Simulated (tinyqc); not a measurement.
Worked calculation: Hueckel theory of the pi electrons with the omega technique, for the molecule C=CC(=C)C(=C)C=O (SMILES; centres numbered as the heavy atoms are written). One step of it, computed by the program tinyqc.

Question. Orbitals, round 2. Diagonalise; E = alpha + x beta with beta < 0, so the largest x are filled first; degenerate levels share their electrons. P = sum n_i c_ri c_si; each orbital has its largest coefficient positive (the first on a tie).

matrix after round 1, order 1C, 2C, 3C, 4C, 5C, 6C, 7C, 8O:
```
[[0.000649, 1.000000, 0.000000, 0.000000, 0.000000, 0.000000, 0.000000, 0.000000],
 [1.000000, -0.000313, 1.000000, 0.000000, 0.000000, 0.000000, 0.000000, 0.000000],
 [0.000000, 1.000000, 0.001599, 1.000000, 1.000000, 0.000000, 0.000000, 0.000000],
 [0.000000, 0.000000, 1.000000, -0.004907, 0.000000, 0.000000, 0.000000, 0.000000],
 [0.000000, 0.000000, 1.000000, 0.000000, -0.013289, 1.000000, 1.000000, 0.000000],
 [0.000000, 0.000000, 0.000000, 0.000000, 1.000000, 0.100838, 0.000000, 0.000000],
 [0.000000, 0.000000, 0.000000, 0.000000, 1.000000, 0.000000, 0.165778, 1.000000],
 [0.000000, 0.000000, 0.000000, 0.000000, 0.000000, 0.000000, 1.000000, 0.699645]]
```

pi electrons, sum of z_r less the charge = 8

Give: x values; occupations; coefficients; charge and bond-order matrix P.

Answer.

x values: [2.1539, 1.5419, 0.9511, 0.5402, -0.2984, -0.6164, -1.2576, -2.0648]

occupations: [2.0000, 2.0000, 2.0000, 2.0000, 0.0000, 0.0000, 0.0000, 0.0000]

coefficients, order 1C, 2C, 3C, 4C, 5C, 6C, 7C, 8O:
```
[[0.1344, -0.2804, 0.4265, -0.4716, 0.0988, 0.5441, -0.4038, 0.1737],
 [0.2895, -0.4321, 0.4054, -0.2545, -0.0295, -0.3357, 0.5081, -0.3587],
 [0.4892, -0.3860, -0.0408, 0.3341, -0.0900, -0.3372, -0.2350, 0.5669],
 [0.2266, -0.2496, -0.0427, 0.6128, 0.3065, 0.5515, 0.1876, -0.2752],
 [0.5368, 0.0871, -0.4015, -0.1784, -0.2500, -0.0074, -0.3997, -0.5375],
 [0.2615, 0.0604, -0.4722, -0.4060, 0.6260, 0.0103, 0.2943, 0.2482],
 [0.4128, 0.4610, 0.1258, -0.0268, -0.4648, 0.3314, 0.4381, 0.2876],
 [0.2838, 0.5474, 0.5003, 0.1683, 0.4657, -0.2518, -0.2238, -0.1040]]
```

charge and bond-order matrix P, order 1C, 2C, 3C, 4C, 5C, 6C, 7C, 8O:
```
[[1.0021, 0.9060, -0.0019, -0.4136, -0.0787, 0.0166, -0.0149, 0.0374],
 [0.9060, 0.9993, 0.4137, 0.0004, 0.0008, -0.0770, -0.0438, 0.0112],
 [-0.0019, 0.4137, 1.0032, 0.8273, 0.3716, -0.0235, 0.0197, -0.0733],
 [-0.4136, 0.0004, 0.8273, 0.9820, 0.0155, -0.3689, -0.0867, 0.0190],
 [-0.0787, 0.0008, 0.3716, 0.0155, 0.9775, 0.8152, 0.4320, -0.0617],
 [0.0166, -0.0770, -0.0235, -0.3689, 0.8152, 0.9195, 0.1745, -0.3945],
 [-0.0149, -0.0438, 0.0197, -0.0867, 0.4320, 0.1745, 0.7989, 0.8558],
 [0.0374, 0.0112, -0.0733, 0.0190, -0.0617, -0.3945, 0.8558, 1.3175]]
```
